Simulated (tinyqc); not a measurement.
From results back to parameters: five-level k.p model folded onto the conduction band.

Problem. The levels are known; the mass and the g factor at E = Eg are given. Find Ep and Ep2.

Second-order sums for the lowest conduction level at E: 1/m = 1 + Cm + (Ep/3)(2/E + 1/(E + Dso)) - (Ep2/3)(2/(E7 + D2 - E) + 1/(E7 - E)); g/2 = 1 + Cg - (Ep/3)(1/E - 1/(E + Dso)) - (Ep2/3)(1/(E7 - E) - 1/(E7 + D2 - E)). E is counted from the top of the valence band; E = Eg at the edge.

Parameters, chosen for this exercise (near those of GaSb; the results hold for these values, not for the real material):
- Eg = 0.775 eV (gap at Gamma to the s-like level)
- Dso = 0.718 eV (spin-orbit splitting)
- E7 = 3.2 eV (upper Gamma7 conduction level, from the valence top)
- D2 = 0.35 eV (its spin-orbit splitting, Gamma8 above Gamma7)
- Cm = -3.3 (remote term in 1/m)
- Cg = -0.02 (remote term in g/2)

m = 0.03804155 m0
g = -9.527344

Find: coefficients of (Ep, Ep2); right-hand sides 1/m - 1 - Cm and 1 + Cg - g/2; Ep, Ep2.

Solution. Both sums are linear in Ep and Ep2, so two equations fix them.

coefficients of (Ep, Ep2) (1/eV):
```
         1         2
1  1.08348  -0.37770
2  0.20684   0.01734
```

right-hand sides 1/m - 1 - Cm and 1 + Cg - g/2: 28.5870  5.7437

Ep, Ep2 (eV): 27.50  3.20

Computed by tinyqc, a small Python program: `OMP_NUM_THREADS=1 python tinyqc.py 1081591 1081592 out.jsonl` (the numbers bound the seed that draws the inputs); one thread of a shared host (Intel(R) Xeon(R) Processor @ 2.30GHz), about 0.01 s for the whole set of steps.
